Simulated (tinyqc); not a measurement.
Frequency dispersion of an accumulation capacitance by border traps, distributed model: two steps of the calculation.

Traps spread evenly through the insulator exchange electrons with the semiconductor by tunnelling, with tau(x) = t0 exp(2 ka x) at depth x from the interface. The admittance per area Y seen at depth x obeys dY/dx = -Y^2/(i w eps0 eox) + q Nb ln(1 + i w tau)/tau, with Y(0) = i w Cs and w = 2 pi f; the gate sees Y(tox) = G + i w C. Working variable y = Y/(i w), in uF/cm^2. Cox = eps0 eox/tox.

Inputs (values chosen for the exercise); permittivity close to that of hafnium oxide:
```
symbol,value,unit,meaning
eox,19.6,,relative permittivity of the insulator
tox,11,nm,insulator thickness
Cs,4.3,uF/cm^2,semiconductor capacitance in accumulation
Nb,1.2e20,cm^-3 eV^-1,density of border traps
ka,5.8,1/nm,decay constant of the wave function in the insulator
t0,2e-11,s,time constant of a trap at the interface
f,10000,Hz,frequency
xe,1.6,nm,depth down to which the steps are taken
```

Constants: q = 1.602176634e-19 C, eps0 = 8.8541878128e-14 F/cm where lengths are in cm. Results are converted to the units shown.

Question 1. Scales and lumped estimate. Cox; trap-free value 1/(1/Cox + 1/Cs); response depth d = ln(1/(w t0))/(2 ka), where w tau = 1; lumped estimate: all traps within d act as C_bt = q Nb d placed at d/2, so C = 1/{1/[1/(1/Cs + d/(2 eps0 eox)) + C_bt] + (tox - d/2)/(eps0 eox)}.

Find: Cox; trap-free C; d; C_bt; lumped C.

Answer 1.

Cox = 1.578 uF/cm^2
trap-free C = 1.154 uF/cm^2
d = 1.171 nm
C_bt = 2.252 uF/cm^2
lumped C = 1.305 uF/cm^2

The traps within reach amount to 0.524 Cs and lie in the first 10.6 % of the insulator.

Question 2. Capacitance and conductance at the gate. Beyond xe the traps are ignored, so 1/y(tox) = 1/y(xe) + (tox - xe)/(eps0 eox); C = Re y, G/w = -Im y, loss tangent G/(w C).

y at xe = 4.6235770-0.2089700i uF/cm^2

Wanted: y at the gate; C; G/w; loss tangent.

Answer 2.

y at the gate = 1.320-0.017i uF/cm^2
C = 1.320 uF/cm^2
G/w = 0.01700 uF/cm^2
loss tangent = 0.01288

Computed by the program tinyqc: `OMP_NUM_THREADS=1 python tinyqc.py 2202110 2202111 out.jsonl`, one thread of a shared Intel Xeon 2.30GHz, about 0.6 s for the whole run.
